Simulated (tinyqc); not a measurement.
Inside a calculation. Model: trench capacitor in an array: capacitance, non-linearity, leakage and relaxation.

Program tinyqc, `OMP_NUM_THREADS=1 python tinyqc.py 2102048 2102049 out.jsonl`; Intel Xeon 2.30GHz, shared host, one thread, about 0.01 s. Printed values are rounded.

A film between two metal electrodes, each interface adding a series capacitance ci. The small-signal permittivity is ek (1 + aq E^2); the field is found with the linear permittivity. Leakage J = J0 sinh(E/Ef). After a voltage step the film passes a relaxation current kr C V tt^(-nr), tt being the time in seconds. The sidewall is a coaxial capacitor with radii a = dm/2 - t and b = dm/2, depth AR dm; the end face is left out.

Values chosen for this exercise; permittivity of the order of that of tantalum oxide: relative permittivity of the film ek = 23.6; film thickness t = 11 nm; capacitance of each electrode interface (dead layer and screening) ci = 39 uF/cm^2; quadratic field coefficient of the permittivity aq = 0.0097 cm^2/MV^2; bias V = 1.8 V; leakage prefactor J0 = 1.3e-10 A/cm^2; field for an e-fold rise of the leakage Ef = 0.31 MV/cm; diameter of the hole dm = 120 nm; aspect ratio, depth over diameter AR = 20; pitch of the square array pt = 260 nm; resistivity of the inner electrode rho = 230 uohm cm.

Constants: eps0 = 8.8541878128e-14 F/cm where lengths are in cm. Results are converted to the units shown.

## Planar capacitance, field and non-linearity

Planar film: Cf = eps0 ek/t, 1/C = 1/Cf + 2/ci, EOT = 3.9 eps0/C, effective permittivity C t/eps0, E = (V/t) C/Cf; quadratic coefficient [C(V)/C - 1]/V^2 with Cf (1 + aq E^2) in C(V).

Cf = 1.89963 uF/cm^2
C = 1.73100 uF/cm^2
EOT = 1.99488 nm
effective permittivity = 21.5050
E = 1.49111 MV/cm
quadratic coefficient = 6053.98 ppm/V^2
J = 7.97716e-9 A/cm^2

The interfaces take 8.88 % of the voltage.

## Cell capacitance, fields and time constant

Per length 1/c = ln(b/a)/(2 pi eps0 ek) + (1/a + 1/b)/(2 pi ci); cell capacitance c AR dm; per footprint over pt^2; fields c V/(2 pi eps0 ek r) at r = a and b; resistance of the inner electrode rho AR dm/(pi a^2); time constant R C/3 of the distributed line.

a = 49 nm
b = 60 nm
cell capacitance = 14.1690 fF
capacitance per footprint = 20.9601 uF/cm^2
field at a = 1.65182 MV/cm
field at b = 1.34899 MV/cm
R = 0.731808 kohm
R C/3 = 3.45633 ps

The array gives 12.1 times the planar capacitance per footprint; curvature makes the field at the inner electrode 1.11 times the planar value.
